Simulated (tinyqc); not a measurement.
Free and nearly free electrons in a metal: sweeps and comparisons. A value that a table varies takes the place of the one given here.

The cubic cell holds 2 atoms: n = 2 z/a^3, kF = (3 pi^2 n)^(1/3), EF = c kF^2/m, vF = 2 c kF/(m hbar), c = hbar^2/2m0; rs = (3/(4 pi n))^(1/3)/a0; D(EF) = 3 n/(2 EF).

Two plane waves k and k - G, G = (110) (2 pi/a): H = [[c k^2/m, V], [V, c (k - G)^2/m]] with c = hbar^2/2m0.

Square wire of width w with grain size w: rho/rho0 = 1/(1 - 3 al/2 + 3 al^2 - 3 al^3 ln(1 + 1/al)) + (3/4) (1 - p) l/w, with al = (l/w) Rg/(1 - Rg) (Mayadas-Shatzkes plus the thick-wire form of Fuchs-Sondheimer); l = hbar kF/(n e^2 rho), e = 1.602176634e-19 C.

Constants: hbar^2/2m0 = 3.80998211 eV angstrom^2; hbar = 6.58211957e-16 eV s; a0 (Bohr radius) = 0.5291772105 angstrom.

Parameters, chosen for this exercise (near those of Li; not measured data): a = 3.511 angstrom (bcc lattice constant); z = 1 (free electrons an atom); m = 1 m0 (mass); rho = 10.67 micro-ohm cm (bulk resistivity); p = 0.2 (specularity of the surfaces); Rg = 0.17 (reflection at grain boundaries); w = 30 nm (wire width).

## When the Fermi surface touches the face

On the face the lower band is E = c (G^2/4 + q^2)/m - V, q along the face. EF is held at its free value. A neck opens where EF > c G^2/(4m) - V, with radius q; the second band fills where EF > c G^2/(4m) + V.

Necks:
```
V (eV)  lower band at the face centre (eV)  neck radius (1/angstrom)  radius/kF
0.2                                  5.901                         -          -
0.5                                  5.601                         -          -
0.8                                  5.301                         -          -
1.1                                  5.001                         -          -
1.4                                  4.701                         -          -
1.8                                  4.301                    0.3219      0.290
2.2                                  3.901                    0.4567      0.411
2.6                                  3.501                    0.5600      0.504
```

EF = 4.696 eV
c G^2/(4m) = 6.101 eV

What can be read from the table?

Contact needs V > 1.405 eV. It is first met at V = 1.8 eV of those listed, and the radius then grows as the square root of the excess, to 0.504 kF at 2.6 eV. EF is held at its free value here; a count of states lowers it as V grows, strongly for V of an eV or more, so the threshold is a lower bound, the radii are upper bounds, and some necks may vanish.

## Resistivity of narrow wires

Wires:
```
w (nm)     al  grain term (factor - 1)  surface term  rho (micro-ohm cm)
200     0.009                    0.014         0.028               11.12
100     0.019                    0.028         0.055               11.56
50      0.038                    0.056         0.111               12.45
30      0.063                    0.093         0.185               13.63
20      0.095                    0.138         0.277               15.11
14      0.135                    0.196         0.396               16.99
10      0.189                    0.272         0.555               19.50
7       0.271                    0.385         0.793               23.24
```

l = 9.25 nm

What can be read from the table?

At 7 nm the resistivity is 2.18 times the bulk value; surfaces add more (0.39 from grains, 0.79 from surfaces). It passes twice the bulk value between 10 and 7 nm. The surface formula is meant for w above l = 9 nm, so the rows below that are rough.

## What sets the wire resistivity

All results formed anew. Each row changes one parameter from the base and keeps the others.

Results:
```
case                       EF (eV)  l (nm)  wire rho (micro-ohm cm)
base                         4.696    9.25                   13.634
a = 3.616 angstrom           4.427    9.81                   13.813
m = 1.2 m0                   3.913    9.25                   13.634
rho = 12.804 micro-ohm cm    4.696    7.71                   15.770
p = 0.5                      4.696    9.25                   12.894
Rg = 0.119                   4.696    9.25                   13.300
w = 21 nm                    4.696    9.25                   14.895
```

What can be read from the table?

The largest shifts from the base row, up to three for each result and ties (the steps differ in size, so this ranks the rows, not the parameters). EF (eV): m -0.783, a -0.269; unchanged at the printed digits by rho, p, Rg and w. l (nm): rho -1.54, a +0.56; unchanged at the printed digits by m, p, Rg and w. wire rho (micro-ohm cm): rho +2.137, w +1.262, p -0.740; unchanged at the printed digits by m. The mass drops out of l at given rho, because vF falls and tau rises by the same factor.

Run: tinyqc, `OMP_NUM_THREADS=1 python tinyqc.py 1680454 1680455 out.jsonl`; Intel(R) Xeon(R) Processor @ 2.30GHz, one thread, shared host; about 0.01 s of CPU time with all checks.
